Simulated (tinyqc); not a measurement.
Inside a calculation. Model: leakage currents through a thin dielectric. Computed by tinyqc, a small Python program that keeps every step. Command: `OMP_NUM_THREADS=1 python tinyqc.py 3007945 3007946 out.jsonl leak walk`. One thread of a shared host (Intel(R) Xeon(R) Processor @ 2.30GHz), about 0.01 s of CPU time with the checks. Intermediate numbers are printed to about 6 digits and carried at full precision; extremes and crossings named in words are read from the listed rows.

Electrons leave an electrode with Fermi energy E_F above its band bottom; barriers are counted from the Fermi level, and both electrodes are alike.

Inputs (values chosen for the exercise, modelled on Al2O3):

| quantity | value | unit |
|---|---|---|
| barrier height phi_B | 2.57 | eV |
| tunnelling mass m | 0.31 | m_0 |
| static permittivity k | 8.77 | - |
| optical permittivity k_o | 3.23 | - |
| trap depth phi_t | 1.2 | eV |
| Poole-Frenkel prefactor sigma_0 | 6.1e-05 | S/cm |
| thickness t | 2.5 | nm |
| electrode Fermi energy E_F | 3.1 | eV |
| electrode mass m_e | 0.5 | m_0 |
| voltage V | 1.3 | V |
| temperature T | 200 | K |

Stack: single layer.

Constants: m_0 = 9.1093837015e-31 kg; e = 1.602176634e-19 C; hbar = 1.054571817e-34 J s; k_B = 8.617333262e-05 eV/K; k_B = 1.380649e-23 J/K; eps_0 = 8.8541878128e-12 F/m; h = 6.62607015e-34 J s.

## Fields

Field F = V/t; equivalent oxide thickness 3.9 t/k.

field F = 5.2 MV/cm

equivalent oxide thickness = 1.11174 nm

## Transmission at the Fermi level

WKB: a layer of mass m, field F and barrier b(x) = b_0 - e F x gives the exponent (4 sqrt(2 m)/(3 hbar e F)) [b_0^(3/2) - max(b_0 - e F t, 0)^(3/2)] for b_0 > 0; b_0 = barrier - (E - E_F); the transmission is D(E) = exp(-sum of exponents), without image force.

exponent of the dielectric = 19.6659

transmission D(E_F) = 2.87872e-09

At E_F the barrier of the dielectric is trapezoidal (direct tunnelling).

## Tunnel current

Tsu-Esaki: J = (e m_e k_B T/(2 pi^2 hbar^3)) int D(E) ln[(1 + exp((E_F - E)/k_B T))/(1 + exp((E_F - eV - E)/k_B T))] dE over the normal energy E (its change with the mass at an interface is neglected) from max(0, E_F - 3 eV) to E_F + largest barrier, by 100 Gauss-Legendre points in each part, split at E_F - 0.3 eV (if inside the range) and E_F + 8 k_B T. The mean energy weights E - E_F by the integrand.

tunnel current density = 1.00214 A/cm^2

mean energy of the current above E_F = -0.434273 eV

The current flows close to or below E_F.

## Thermal currents

Schottky emission J = A T^2 exp(-(phi_B - sqrt(e^3 F/(4 pi k_o eps_0)))/k_B T), A = 4 pi e m k_B^2/h^3 with the tunnelling mass; Poole-Frenkel J = sigma_0 F exp(-(phi_t - sqrt(e^3 F/(pi k_o eps_0)))/k_B T); both use the field F of the dielectric.

Schottky lowering = 0.481478 eV

Poole-Frenkel lowering = 0.962956 eV

Schottky current density = 3.50580e-47 A/cm^2

Poole-Frenkel current density = 3.37349e-04 A/cm^2

The Poole-Frenkel lowering is twice the Schottky one, because the charge of a trap is fixed while an image charge moves with the electron.

## Which mechanism rules?

The formulas are those given above.

Current densities (A/cm^2):

| V (V) | F (MV/cm) | tunnelling | Schottky | Poole-Frenkel |
|---|---|---|---|---|
| 0.26 | 1.04 | 0.06189 | 6.88639e-54 | 2.60326e-18 |
| 0.45 | 1.80 | 0.11936 | 3.55090e-52 | 1.19799e-14 |
| 0.65 | 2.60 | 0.20459 | 9.79940e-51 | 1.31787e-11 |
| 0.91 | 3.64 | 0.38700 | 3.65621e-49 | 2.56842e-08 |
| 1.10 | 4.40 | 0.61270 | 3.73721e-48 | 3.24376e-06 |
| 1.30 | 5.20 | 1.00214 | 3.50580e-47 | 3.37349e-04 |
| 1.60 | 6.40 | 2.16122 | 7.44921e-46 | 1.87457e-01 |
| 2.00 | 8.00 | 6.54728 | 2.88969e-44 | 3.52610e+02 |

The largest current is tunnelling from 0.260 to 1.60, Poole-Frenkel at 2.00 V. Over the table tunnelling grows by 2.0 decades, Schottky by 9.6 and Poole-Frenkel by 20.1. A plot of ln(J/F) against sqrt(F) for the Poole-Frenkel column has the slope 24.50 per sqrt(MV/cm), from which k_o follows; reading it as Schottky emission would give about k_o/4.

Checks made by the program: energy integral against adaptive quadrature (relative difference 2e-08).
